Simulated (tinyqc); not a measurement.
Changing the transverse velocity vT_2: thermal boundary conductance by the acoustic and diffuse mismatch models. Computed by tinyqc, a small Python program. Command: `OMP_NUM_THREADS=1 python tinyqc.py 3028190 3028191 out.jsonl kapitza sweep`. One thread of a shared host (Intel(R) Xeon(R) Processor @ 2.30GHz), about 0.01 s of CPU time with the checks.

Each side has one longitudinal and two transverse Debye branches, omega = v q up to q_D = (6 pi^2 n)^(1/3), with n counting all atoms. Scattering at the interface is elastic. Electrons are left out of G, also for metals. Melting is ignored. G refers to the temperatures of the phonons sent towards the interface. Linear branches over all atoms overstate G at high T, most for crystals with several atoms a cell.

Inputs (values chosen for the exercise, modelled on germanium (side 1) and tungsten (side 2)):

| quantity | value | unit |
|---|---|---|
| density rho_1 | 5.24 | g/cm^3 |
| longitudinal velocity vL_1 | 5390 | m/s |
| transverse velocity vT_1 | 3300 | m/s |
| atom density n_1 | 45.1 | 1/nm^3 |
| density rho_2 | 19.2 | g/cm^3 |
| longitudinal velocity vL_2 | 5310 | m/s |
| atom density n_2 | 64.5 | 1/nm^3 |
| conductivity kappa_2 | 174 | W/(m K) |
| temperature T | 77 | K |

Structure: superlattice.

Constants: hbar = 1.054571817e-34 J s; k_B = 1.380649e-23 J/K.

Method:
- omega_c = v q_D for each branch, given as hbar omega_c/k_B; impedance Z = rho v.
- No mode conversion. t(theta) = 4 Z_1 Z_2 cos(theta_1) cos(theta_2)/N^2, with N = Z_2 cos(theta_1) + Z_1 cos(theta_2) for L (the form for pressure waves) and N = Z_1 cos(theta_1) + Z_2 cos(theta_2) for both T branches (the form for shear waves polarised along the interface); sin(theta_2) = (v_2/v_1) sin(theta_1), and t = 0 beyond the critical angle arcsin(v_1/v_2); the mean over the incoming flux is alpha = 2 int t sin(theta_1) cos(theta_1) d theta_1 (64 Gauss-Legendre points).
- A phonon forgets its side and branch: alpha(1 to 2) = S_2/(S_1 + S_2), S_i = 1/vL_i^2 + 2/vT_i^2.
- G = (k_B^4 T^3/(8 pi^2 hbar^3)) int W(x) x^4 e^x/(e^x - 1)^2 dx, x = hbar omega/(k_B T). Acoustic mismatch: W = sum over the three branches of alpha(1 to 2)/v_1^2, each up to the lower of its two cut-offs. Diffuse mismatch: W = S_1 S_2/(S_1 + S_2), where S_i sums 1/v^2 over the branches of side i still below their cut-off. Radiation limit: W = min(S_1, S_2). The integral is split at the four cut-offs (64 Gauss-Legendre points a piece, x at most 45).
- Boundary resistance R = 1/G and Kapitza length kappa_2/G use the diffuse value.

One run for each value:

| transverse velocity vT_2 (m/s) | diffuse alpha, 1 to 2 | G, diffuse mismatch (MW/(m^2 K)) | G, acoustic mismatch (MW/(m^2 K)) | G, radiation limit (MW/(m^2 K)) |
|---|---|---|---|---|
| 1330 | 0.8425 | 167.5 | 162.6 | 220.2 |
| 1550 | 0.7992 | 192.8 | 188.9 | 257.5 |
| 2130 | 0.6859 | 259.0 | 267.3 | 382.9 |
| 2490 | 0.6215 | 291.2 | 317.6 | 471.1 |
| 2910 | 0.5547 | 315.6 | 376.7 | 573.3 |
| 3400 | 0.4887 | 290.3 | 383.4 | 554.9 |
| 3980 | 0.4258 | 263.1 | 305.9 | 443.4 |

Give the missing row, transverse velocity vT_2 (m/s) = 1820.

Computed row; columns: (1) transverse velocity vT_2 (m/s); (2) diffuse alpha, 1 to 2; (3) G, diffuse mismatch (MW/(m^2 K)); (4) G, acoustic mismatch (MW/(m^2 K)); (5) G, radiation limit (MW/(m^2 K)):
```
(1)      (2)    (3)    (4)    (5)
1820  0.7456  224.8  224.4  311.9
```

Interpolating between the two neighbouring rows (linearly) misses most in G, radiation limit (MW/(m^2 K)), by 1.3 %. Over the rows, diffuse alpha, 1 to 2 falls from 0.842 to 0.426 (exponent d ln y / d ln x -0.34 between the first rows and -0.88 between the last); G, diffuse mismatch (MW/(m^2 K)) goes from 167 through a maximum among these rows, 316 at 2910, to 263; G, acoustic mismatch (MW/(m^2 K)) goes from 163 through a maximum among these rows, 383 at 3400, to 306. A slower side 2 offers more states (S_2 ~ 1/v^2), which raises the diffuse transmission from side 1, but it also lowers its cut-off, which narrows the window of shared frequencies once it lies below the cut-offs of side 1.

Caution (all rows): kappa_2 is of room-temperature size, so the Kapitza length is only nominal at this T. Caution (rows 1330, 1550): at this temperature short waves carry the heat; linear branches up to q_D overstate their velocity, and inelastic processes, left out here, grow with T.

Extremes, crossings and ranges named in words are read from the listed rows.
